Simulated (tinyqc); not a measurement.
Tunnelling through a gate dielectric with the two-band (Franz) dispersion, WKB transmission and Tsu-Esaki current: one step of the calculation.

Electrons leave the emitter at x = 0. Energies E (motion across the layers) are in eV from the emitter Fermi level; the collector Fermi level lies at -V and offers states at every E. No charge in the dielectric and no image force: F1 = V/t1, U = phi1 - F1 x. With C = hbar^2/(2 m0), kappa = sqrt(m u (1 - u/Egx)/C), u = U - E where U > E and 0 elsewhere; T(E) = exp(-S), S = 2 times the integral of kappa over x.

Question. Current density on a coarse energy grid. Each layer adds (2/F) sqrt(m/C) [G(u at its left edge) - G(u at its right edge)] to S, with u = U - E (0 where negative) and G(u) = Egx^1.5 (th - sin(4 th)/4)/4, th = arcsin sqrt(u/Egx). The slope follows from 1/d = -dS/dE.

J = J0 times the integral of T(E) N(E) dE, N = ln[(1 + exp(-E/Vt))/(1 + exp((-E - V)/Vt))], J0 = q^2 me m0 kB T/(2 pi^2 hbar^3) (times 1e-4 for A/cm^2 per eV), by Simpson's rule on nE equally spaced points from Ea to Eb.

Values chosen for this exercise; dielectric values close to those of silicon nitride: temperature T = 300 K; Fermi energy of the emitter above its band bottom Ef = 0.48 eV; emitter mass in the supply function me = 1 m0; barrier of layer 1 above the emitter Fermi level at zero bias phi1 = 2.06 eV; tunnelling mass of layer 1 m1 = 0.5 m0; thickness of layer 1 t1 = 3.4 nm; gap parameter of the two-band dispersion, set freely Egx = 5.4 eV; voltage across the dielectric V = 1.6 V; lower end of the energy grid Ea = -0.48 eV; upper end of the energy grid Eb = 0.29 eV; points of the energy grid nE = 9.

Constants: q = 1.602176634e-19 C, kB = 1.380649e-23 J/K, hbar = 1.054571817e-34 J s, m0 = 9.1093837015e-31 kg, Vt = kB T/q, hbar^2/(2 m0) = 0.0380998212 eV nm^2. Results are converted to the units shown.

Wanted: E; T(E); N; T(E) N; J0; J.

Answer.

| point | E (eV) | T(E) | N | T(E) N |
|---|---|---|---|---|
| 0 | -0.4800 | 4.082e-12 | 18.57 | 7.580e-11 |
| 1 | -0.3837 | 6.327e-12 | 14.84 | 9.391e-11 |
| 2 | -0.2875 | 1.033e-11 | 11.12 | 1.149e-10 |
| 3 | -0.1913 | 1.785e-11 | 7.398 | 1.320e-10 |
| 4 | -0.0950 | 3.278e-11 | 3.700 | 1.213e-10 |
| 5 | 0.0013 | 6.444e-11 | 0.6693 | 4.313e-11 |
| 6 | 0.0975 | 1.367e-10 | 0.02276 | 3.112e-12 |
| 7 | 0.1938 | 3.173e-10 | 5.559e-4 | 1.764e-13 |
| 8 | 0.2900 | 8.211e-10 | 1.343e-5 | 1.103e-14 |

J0 = 4.184e8 A/(cm^2 eV)
J = 0.02190 A/cm^2

The integrand peaks at E = -0.191 eV among these points.

Numbers from tinyqc (`OMP_NUM_THREADS=1 python tinyqc.py 2540056 2540057 out.jsonl`; about 0.02 s on one thread of a shared Intel Xeon 2.30GHz).
